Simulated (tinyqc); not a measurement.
# Capillary instabilities by surface diffusion: grooving and agglomeration of films, edge retraction, wire break-up and smoothing of roughness, step by step

A worked calculation. Computed by tinyqc, a small Python program that keeps every step. Command: `OMP_NUM_THREADS=1 python tinyqc.py 3027430 3027431 out.jsonl dewet walk`. One thread of a shared host (Intel(R) Xeon(R) Processor @ 2.30GHz), about 0.01 s of CPU time with the checks. Intermediate numbers are printed to about 6 digits and carried at full precision; extremes and crossings named in words are read from the listed rows.

Isotropic surface energy; shapes change by surface diffusion alone.

Inputs (values chosen for the exercise, of the order of those of a ruthenium film): surface energy gamma_s = 2.66 J/m^2; grain-boundary energy gamma_b = 0.78 J/m^2; contact angle on the substrate theta = 50 degrees; atomic volume Omega = 13.6 angstrom^3; surface sites nu = 14 1/nm^2; prefactor D0 = 0.0006 m^2/s; activation energy Q = 2.09 eV; temperature T = 1254 K; time t = 50 s; film thickness h = 9.7 nm; grain radius R = 81 nm; wire radius r = 3.7 nm; initial ripple over radius = 0.02; roughness wavelength lambda = 37 nm.

Grooves: at the surface only.

Constants: k_B = 8.617333262e-05 eV/K; k_B = 1.380649e-23 J/K.

## The Mullins constant

B = D_s nu gamma_s Omega^2/(k_B T), D_s = D0 exp(-Q/(k_B T)).

D_s = 2.39068e-12 m^2/s

B = 951103 nm^4/s

length (B t)^(1/4) = 83.0423 nm

Lengths grow as t^(1/4): doubling one takes 16 times as long, or roughly 220 K more.

## Will grooves cut through?

Groove angle beta: sin(beta) = gamma_b/(2 gamma). For circular grains of radius R with spherical caps the groove ends (measured from the mean surface) at the depth R g(beta), g = (2 - 3 cos beta + cos^3 beta)/(3 sin^3 beta). The film parts if R g(beta_s) > h.

beta_s = 8.43090 degrees

sum of g = 0.0369200

critical R/h = 27.0856

final depth over h = 0.308301

The grooves stop short by this estimate; triple junctions groove deeper and may still open.

## Groove growth in time

Mullins' isolated groove: depth below the flat surface d = 0.780 m (B t)^(1/4), m = tan(beta_s), width between the ridges 4.6 (B t)^(1/4); time to reach h: (h/(0.780 m))^4/B.

groove depth = 9.60054 nm

groove width = 381.995 nm

time to reach the substrate = 52.1043 s

Caution: the grooves of neighbouring boundaries overlap, so the depth levels off at its final value. Caution: the grains are too small for the surface groove ever to reach the depth h.

## Retraction of a straight edge

A rim shaped as a circular segment with contact angle theta holds the area h x; its radius r obeys r^2 (theta - sin theta cos theta) = h x. To advance, the edge must carry a strip of the rim height H = r (1 - cos theta) over the rim, driven by the curvature 1/r over the distance r theta (the scaling argument of Brandon and Bradshaw): H dx/dt = B/(theta r^2) gives x^(5/2) = (5/2) B t c^(3/2)/(theta (1 - cos theta) h^(3/2)), c = theta - sin theta cos theta.

retraction x = 387.732 nm

rim height H = 35.5253 nm

present speed = 3.10185 nm/s

The rim is 3.7 times the film thickness. x goes as t^(2/5) h^(-3/5): thin films retract faster.

## Break-up of a free wire

A wire with r + A cos(k z) has dA/dt = (B/r^4) (kr)^2 [1 - (kr)^2] A: unstable for wavelengths above 2 pi r, fastest at kr = 1/sqrt 2 with the rate B/(4 r^4); break-up time about (4 r^4/B) ln(r/A0); each wavelength makes a sphere of radius (3 r^2 lambda_m/4)^(1/3).

fastest wavelength = 32.8773 nm

break-up time = 0.00308348 s

radius of the spheres = 6.96285 nm

t over the break-up time = 16215.5

The wire breaks up within t. Caution: faceting can stabilise wires along low-index directions.

## Smoothing against break-up

Roughness of wavelength lambda on a flat face decays as exp[-B (2 pi/lambda)^4 t]; the smoothing time is that for a factor e^3.

Times (s); the last column is (h/(0.780 tan beta_s))^4/B:
```
T (K)   B (nm^4/s)    smoothing  wire break-up  groove to depth h
1066   3.69324e+04  9.76790e-02    7.94074e-02        1.34182e+03
1129   1.24121e+05  2.90645e-02    2.36278e-02        3.99260e+02
1191   3.59998e+05  1.00209e-02    8.14644e-03        1.37658e+02
1254   9.51103e+05  3.79298e-03    3.08348e-03        5.21043e+01
1317   2.28425e+06  1.57930e-03    1.28388e-03        2.16949e+01
1379   4.99285e+06  7.22537e-04    5.87381e-04        9.92551e+00
1505   1.99461e+07  1.80864e-04    1.47032e-04        2.48453e+00
```

All times share 1/B, so their ratios do not depend on T: break-up over smoothing is 0.81. The wire breaks before this roughness is smoothed, at any temperature. Smoothing is safe for lambda well below 2 pi r, above which a ripple along the wire grows instead. B spans 2.7 decades over these rows.

Checks made by the program: g against the volume of a spherical cap (relative difference below 1e-10).
